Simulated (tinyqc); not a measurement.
Gaussian against the exact two-step profile: two-step dopant diffusion (predeposition and drive-in) with a constant diffusivity. Computed by tinyqc, a small Python program. Command: `OMP_NUM_THREADS=1 python tinyqc.py 3010387 3010388 out.jsonl dopdiff walk`. One thread of a shared host (Intel(R) Xeon(R) Processor @ 2.30GHz), about 0.07 s of CPU time with the checks.

Fick diffusion into a half space x > 0 whose background doping C_B is of the opposite type, so that a junction lies where C = C_B.

Inputs (values chosen for the exercise, modelled on boron in silicon):
```
quantity                        value    unit
prefactor D0                     1.01  cm^2/s
activation energy E              3.49      eV
surface concentration C_s     5.1e+19  1/cm^3
background doping C_B         1.7e+15  1/cm^3
predeposition temperature T1     1000       C
predeposition time t1              15     min
drive-in temperature T2          1125       C
drive-in time t2                  120     min
```

Furnace ramps of the drive-in: none.

Constants: k_B = 8.617333262e-05 eV/K.

Method:
- D = D0 exp(-E/(k_B T)).
- Temperatures in kelvin are T(C) + 273.15.
- Times in seconds are 60 times the minutes.
- (Dt)2 = D2 t2, t2 in seconds.
- C = C_s erfc(x/(2 sqrt(D1 t1))); dose Q = 2 C_s sqrt(D1 t1/pi); the junction solves erfc(z) = C_B/C_s with x_j = 2 z sqrt(D1 t1).
- With a sealed surface and a thin source, C = Q/sqrt(pi (Dt)2) exp(-x^2/(4 (Dt)2)); x_j = 2 sqrt((Dt)2 ln(C(0)/C_B)); gradient at the junction |dC/dx| = C_B x_j/(2 (Dt)2).
- Exact two-step profile: C = (2 C_s/pi) int_0^alpha exp(-beta (1 + u^2))/(1 + u^2) du with alpha = sqrt(D1 t1/(Dt)2), beta = x^2/(4 (D1 t1 + (Dt)2)).
- The integral takes 48 Gauss-Legendre points; solve C(x) = C_B.
- Gaussian: C = Q/sqrt(pi (Dt)2) exp(-x^2/(4 (Dt)2)).
- Depths are fractions of the Gaussian x_j.

surface concentration C(0) (Gaussian) = 2.76910e+18 1/cm^3

junction depth x_j = 2.37854 um

drive-in budget (Dt)2 = 1.91242e-09 cm^2

product D1 t1 = 1.39111e-11 cm^2

exact junction depth = 2.38392 um

Profiles:
```
x/x_j  x (um)  Gaussian (1/cm^3)  exact (1/cm^3)   ratio
0.0    0.0000         2.7691e+18      2.7624e+18  1.0024
0.2    0.4757         2.0600e+18      2.0579e+18  1.0010
0.4    0.9514         8.4808e+17      8.5087e+17  0.9967
0.6    1.4271         1.9322e+17      1.9525e+17  0.9896
0.8    1.9028         2.4363e+16      2.4866e+16  0.9798
1.0    2.3785         1.7000e+15      1.7576e+15  0.9672
1.2    2.8542         6.5647e+13      6.8956e+13  0.9520
```

With D1 t1/(Dt)2 = 0.0073, the Gaussian is 0.24 % high at the surface and 3.3 % low at its own junction; the exact junction lies at 2.384 um, 0.23 % deeper. The dose is the same, but the real source already has a width, which is negligible here. Caution: C_s exceeds the intrinsic carrier density of silicon at the predeposition temperature (2e18 to 1e19 per cm^3), where real diffusivities rise with concentration and profiles turn box-like.
